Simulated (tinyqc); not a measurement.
# Reverse leakage of an n+-p junction: diffusion, generation, trap-assisted and band-to-band tunnelling: effects of single changes

One-sided abrupt junction in the depletion approximation, x from the junction (0) to W on the p side, field F = F0 (1 - x/W). Flat quasi-Fermi levels, long p side. Traps generate through SRH with both lifetimes shortened by 1 + Gamma (Hurkx enhancement, form for moderate fields); band-to-band generation is local and needs a total bending above Eg.

Values chosen for this exercise; band and dielectric values close to those of silicon: temperature T = 400 K; band gap Eg = 1.14 eV; relative permittivity eps_r = 11.8; conduction-band density of states at T Nc = 4.28e19 cm^-3; valence-band density of states at T Nv = 4.08e19 cm^-3; acceptor density of the lighter side Na = 7.5e16 cm^-3; donor density of the heavier side Nd = 5e19 cm^-3; SRH lifetime of both carriers at zero field tau = 5e-9 s; trap level above the intrinsic level Et = 0.04 eV; tunnelling mass mt = 0.23 m0; electron diffusion coefficient on the lighter side Dn = 5.1 cm^2/s; band-to-band prefactor Ab = 6.9e14 cm^-0.5 V^-2.5 s^-1; band-to-band field constant Bb = 2.05e7 V/cm; reverse bias VR = 2.6 V.

Constants: q = 1.602176634e-19 C, kB = 1.380649e-23 J/K, hbar = 1.054571817e-34 J s, m0 = 9.1093837015e-31 kg, Vt = kB T/q, eps0 = 8.8541878128e-14 F/cm where lengths are in cm. Results are converted to the units shown.

Each table varies one quantity; the others keep the values above.

## Leakage components against the acceptor density of the lighter side

ni = sqrt(Nc Nv) exp(-Eg/(2 Vt)), Eg in volts; Vbi = Vt ln(Na Nd/ni^2); W = sqrt(2 eps0 eps_r (Vbi + VR)/(q Na)); F0 = 2 (Vbi + VR)/W; FG = sqrt(24 mt m0 (kB T)^3)/(q hbar); J_diff = q ni^2 sqrt(Dn/tau)(1 - exp(-VR/Vt))/Na. u = (Vbi + VR)(1 - x/W)^2, p = Na exp(-u/Vt), n = Nd exp((u - Vbi - VR)/Vt); G0 = ni^2 (1 - exp(-VR/Vt))/(tau (n + p + 2 ni cosh(Et/Vt))); Gamma = 2 sqrt(3 pi)(F/FG) exp((F/FG)^2); trap-assisted part G0 Gamma; G_bb = Ab F^2.5 exp(-Bb/F) with F in V/cm, zero unless Vbi + VR > Eg. Currents are q times the integrals over 0 to W; J_bb under 1e-8 of J is printed as 0; rows with F0/FG above 2.2, beyond the range of this Gamma, are left out.

Results:
```
Na (cm^-3)	F0 (kV/cm)	F0/FG	J_diff (A/cm^2)	J_SRH (A/cm^2)	J_TAT (A/cm^2)	J_bb (A/cm^2)	J (A/cm^2)	largest part
1e16	103	0.189	3.87e-6	0.00111	7.74e-4	0	0.00189	SRH generation
2.4e16	160	0.294	1.61e-6	7.06e-4	7.93e-4	0	0.00150	trap-assisted tunnelling
5.6e16	246	0.451	6.91e-7	4.54e-4	8.38e-4	0	0.00129	trap-assisted tunnelling
1.3e17	376	0.690	2.98e-7	2.94e-4	9.58e-4	0	0.00125	trap-assisted tunnelling
7.5e17	911	1.67	5.16e-8	1.19e-4	0.00348	4.35e-6	0.00360	trap-assisted tunnelling
```

Estimate the missing row, Na = 3.2e17 cm^-3.

Computed row:
```
Na (cm^-3)	F0 (kV/cm)	F0/FG	J_diff (A/cm^2)	J_SRH (A/cm^2)	J_TAT (A/cm^2)	J_bb (A/cm^2)	J (A/cm^2)	largest part
3.2e17	593	1.09	1.21e-7	1.84e-4	0.00138	0	0.00157	trap-assisted tunnelling
```

With this row back in the table: J goes from 0.00189 through a minimum of 0.00125 (at Na = 1.3e17 among the rows listed) to 0.00360 A/cm^2. SRH generation leads at Na = 1e16, trap-assisted tunnelling from 2.4e16 on. The ratio J_TAT/J_SRH goes from 0.695 to 29.3 as F0/FG goes from 0.189 to 1.67.

## Leakage components against the trap level above the intrinsic level

Same model as above.

The same in every row: F0 (kV/cm) = 285; F0/FG = 0.523; J_diff (A/cm^2) = 5.16e-7; J_bb (A/cm^2) = 0.

Leakage components against the trap level above the intrinsic level:
```
Et (eV)	J_SRH (A/cm^2)	J_TAT (A/cm^2)	J (A/cm^2)	largest part
-0.3	3.08e-7	6.00e-7	1.42e-6	trap-assisted tunnelling
-0.2	4.90e-6	1.03e-5	1.57e-5	trap-assisted tunnelling
-0.1	7.96e-5	1.74e-4	2.54e-4	trap-assisted tunnelling
0	6.71e-4	0.00150	0.00217	trap-assisted tunnelling
0.1	7.96e-5	1.74e-4	2.54e-4	trap-assisted tunnelling
0.2	4.90e-6	1.03e-5	1.57e-5	trap-assisted tunnelling
0.3	3.08e-7	6.00e-7	1.42e-6	trap-assisted tunnelling
```

What does the table show?

J goes from 1.42e-6 through a maximum of 0.00217 (at Et = 0 among the rows listed) to 1.42e-6 A/cm^2. Trap-assisted tunnelling leads at Et = -0.3 and in all other rows.

Range of the model: The n+ side is degenerate, so Vbi from Boltzmann statistics is only a guide.

Program tinyqc, `OMP_NUM_THREADS=1 python tinyqc.py 2290046 2290047 out.jsonl`; Intel Xeon 2.30GHz, shared host, one thread, about 0.01 s.
